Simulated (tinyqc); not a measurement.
Comparisons within one model: round or elliptic silicon nanowire with anisotropic valleys (Ritz method). A value that a table varies takes the place of the one given here.

Wire along x = [110] on a (001) wafer, y = [-110], z = [001]. Valley groups (w = inverse masses): A, two valleys along z: w_y = 1/mt, w_z = 1/ml, m_x = mt; B, four valleys in the wafer plane: w_y = (1/ml + 1/mt)/2, w_z = 1/mt, m_x = (ml + mt)/2.

Hard wall on the ellipse (y/a)^2 + (z/b)^2 = 1, c = hbar^2/2m0. With u = y/a, v = z/b the operator is -c [(w_y/a^2) d2/du2 + (w_z/b^2) d2/dv2] on the unit disc. Basis (1 - u^2 - v^2) u^i v^j; S, X and Y are the disc integrals of f f', (df/du)(df'/du) and (df/dv)(df'/dv), from the integral of u^p v^q = 2 Gamma((p+1)/2) Gamma((q+1)/2)/((p + q + 2) Gamma((p+q+2)/2)) for even p, q; H = c (w_y X/a^2 + w_z Y/b^2).

Converged values use 21 functions of each parity class (e or o in u, then in v).

Constants: hbar^2/2m0 = 3.80998211 eV angstrom^2.

Values chosen for the exercise (near those of a Si nanowire; the results hold for these values, not for the real material):
```
symbol  value                              unit      meaning
ml      0.91                               m0        longitudinal mass
mt      0.19                               m0        transverse mass
a       44                                 angstrom  semi-axis along y
b       41                                 angstrom  semi-axis along z
asp     (0.4, 0.6, 0.8, 1, 1.3, 1.8, 2.5)            ratios a/b
area    56.7                               nm^2      cross-section, kept fixed
hw      1                                            height over mean width
```

## Size of the basis

Lowest level of each group with 1, 3, 6 and 21 even functions.

Levels (meV):
```
functions      A      B
1          38.55  54.57
3          36.66  52.46
6          36.63  52.45
21         36.63  52.45
```

One function errs by 5.2 % for A and 4.0 % for B, six by 0.00013 and 2.1e-05 meV. The error grows with the axis ratio of the stretched ellipse (2.04, 1.38); for a circle it is 6/5.783 - 1 = 3.7 %.

## Flattening the wire at fixed area

a = sqrt(area x ratio/pi), b = a/ratio, 1 nm^2 = 100 angstrom^2; lowest level of each group.

Levels (eV):
```
a/b  a (angstrom)  b (angstrom)       A       B
0.4          26.9          67.2  0.0773  0.0606
0.6          32.9          54.8  0.0550  0.0515
0.8          38.0          47.5  0.0443  0.0500
1.0          42.5          42.5  0.0382  0.0515
1.3          48.4          37.3  0.0332  0.0563
1.8          57.0          31.7  0.0299  0.0673
2.5          67.2          26.9  0.0296  0.0849
```

Each group is lowest where its stretched ellipse is a circle, at a/b = sqrt(w_y/w_z): 2.19 for A and 0.78 for B. The lowest group is B in the first row and A in the last, crossing between a/b = 0.6 and 0.8; B - A is -17 meV in the first row and +55 meV in the last.

## Shape of the cross-section

Equal area, hard walls, lowest level of -c (w_y d2/dy2 + w_z d2/dz2), c = hbar^2/2m0. Rectangle W x H with H/W = hw; ellipse with b/a = hw; trapezoid of height H, base W/0.8 and top 0.6 of the base; isosceles triangle of height H and base 2W. Ellipse, trapezoid and triangle by converged Ritz bases; 1 nm^2 = 100 angstrom^2.

Levels:
```
shape      A (eV)  B (eV)  B - A (meV)
rectangle  0.0422  0.0560         13.8
ellipse    0.0382  0.0515         13.3
trapezoid  0.0415  0.0571         15.6
triangle   0.0373  0.0741         36.8
```

W = 75.3 angstrom
H = 75.3 angstrom

For group A the order is triangle, ellipse, trapezoid, rectangle, spanning 13 %. For group B the order is ellipse, rectangle, trapezoid, triangle, spanning 44 %. The ellipse lies below the rectangle for both groups, since corners hold little of the wave function. The triangle is lowest for A, whose light mass lies across the width and gains from the wide base. The spacing B - A of the valley groups runs from 13 to 37 meV.

## What each parameter does

Lowest level of groups A and B. Each row changes one parameter from the base and keeps the others.

Results:
```
case             A (eV)  B (eV)  B - A (meV)
base             0.0366  0.0524         15.8
a = 42 angstrom  0.0394  0.0542         14.8
b = 44 angstrom  0.0356  0.0480         12.4
ml = 1.019 m0    0.0358  0.0521         16.3
mt = 0.209 m0    0.0340  0.0480         14.0
```

The largest shifts from the base row, up to three for each result and ties (the steps differ in size, so this ranks the rows, not the parameters). A (eV): a +0.0028, mt -0.0026, b -0.0010. B (eV): mt -0.0045, b -0.0045, a +0.0018. B - A (meV): b -3.4, mt -1.9, a -1.0.

Run: tinyqc, `OMP_NUM_THREADS=1 python tinyqc.py 1280977 1280978 out.jsonl`; Intel(R) Xeon(R) Processor @ 2.30GHz, one thread, shared host; about 0.04 s of CPU time with all checks.
